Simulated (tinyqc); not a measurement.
Metal-interlayer-semiconductor contact, depinning against tunnelling resistance: two steps of the calculation.

Zero bias, n-type semiconductor. Gap states at the semiconductor surface thin out as exp(-be ti), which unpins the barrier; electrons must then cross the interlayer (a rectangular barrier, no voltage drop across it) and the parabolic depleted layer, both by WKB. Energies E are counted from the Fermi level; no image force, parabolic bands.

Inputs (values chosen for the exercise); semiconductor values close to those of gallium nitride; interlayer mass of the order of that in silicon dioxide, offset chosen freely: temperature T = 300 K; band gap Eg = 3.5 eV; relative permittivity eps_r = 9.42; electron affinity chi = 4.11 eV; conduction-band density of states at T Nc = 2.3e18 cm^-3; tunnelling mass in the semiconductor mt = 0.206 m0; Richardson mass mA = 0.198 m0; donor density Nd = 7.6e18 cm^-3; charge-neutrality level above the valence band E0 = 2.4 eV; pinning factor without interlayer S0 = 0.58; metal work function phiM = 4.3 eV; interlayer thickness ti = 0.3 nm; conduction-band offset of the interlayer above the semiconductor dE = 3.25 eV; tunnelling mass in the interlayer mi = 0.43 m0; decay constant of gap states through the interlayer be = 2.3 1/nm.

Constants: q = 1.602176634e-19 C, kB = 1.380649e-23 J/K, eps0 = 8.8541878128e-12 F/m, hbar = 1.054571817e-34 J s, h = 6.62607015e-34 J s, m0 = 9.1093837015e-31 kg, Vt = kB T/q, hbar^2/(2 m0) = 0.0380998212 eV nm^2. Results are converted to the units shown.

Question 1. Pinning, barrier and scales. S = 1/(1 + (1/S0 - 1) exp(-be ti)); phiB = S (phiM - chi) + (1 - S)(Eg - E0); xi = Ec - EF deep inside, from Nd = Nc F(-xi/Vt), F(x) = (2/sqrt(pi)) int_0^infinity sqrt(u) du/(1 + exp(u - x)); band bending U = phiB - xi; E00 = (hbar/2) sqrt(Nd/(eps0 eps_r mt m0)) in volts; A = 4 pi q mA m0 kB^2/h^3.

Find: S; phiB; xi; U; E00; A.

Answer 1.

S = 0.73356
phiB = 0.43246 eV
xi = -0.059830 eV
U = 0.49229 eV
E00 = 0.036743 eV
A = 23.794 A/(cm^2 K^2)

Question 2. Exponents and integrand on an energy grid. With U = phiB - xi: for xi < E < phiB, y = (E - xi)/U and G1 = (U/E00) [sqrt(1 - y) - y ln((1 + sqrt(1 - y))/sqrt(y))], G1 = 0 above phiB; G2 = 2 ti sqrt(mi max(phiB + dE - E, 0)/C), C = hbar^2/(2 m0); f = 1/(1 + exp(E/Vt)); integrand exp(-G1 - G2) f.

```
point,E (eV)
0,-0.05
1,-0.02313
2,0.00375
3,0.03062
4,0.0575
5,0.08438
6,0.11125
7,0.13812
8,0.165
9,0.19188
10,0.21875
11,0.24562
12,0.2725
13,0.29938
14,0.32625
15,0.35312
16,0.38
```

phiB = 0.43245807 eV
xi = -0.059829764 eV
E00 = 0.036743036 eV

Wanted: G1; G2; f; integrand.

Answer 2.

```
point,G1,G2,f,integrand (1e-6)
0,12.556,3.8942,0.87370,0.0627
1,10.919,3.8802,0.70986,0.2654
2,9.592,3.8661,0.46380,0.6634
3,8.435,3.8519,0.23426,1.0803
4,7.400,3.8377,0.097598,1.2853
5,6.462,3.8235,0.036828,1.2573
6,5.605,3.8092,0.013343,1.0882
7,4.820,3.7948,0.0047601,0.8635
8,4.099,3.7804,0.0016881,0.6390
9,3.437,3.7659,5.9745e-4,0.4446
10,2.832,3.7514,2.1138e-4,0.2924
11,2.280,3.7368,7.4771e-5,0.1822
12,1.780,3.7222,2.6436e-5,0.1078
13,1.333,3.7075,9.3462e-6,0.0605
14,0.938,3.6927,3.3055e-6,0.0322
15,0.598,3.6779,1.1691e-6,0.0163
16,0.318,3.6630,4.1331e-7,0.0077
```

Computed by the program tinyqc: `OMP_NUM_THREADS=1 python tinyqc.py 2270171 2270172 out.jsonl`, one thread of a shared Intel Xeon 2.30GHz, about 0.04 s for the whole run.
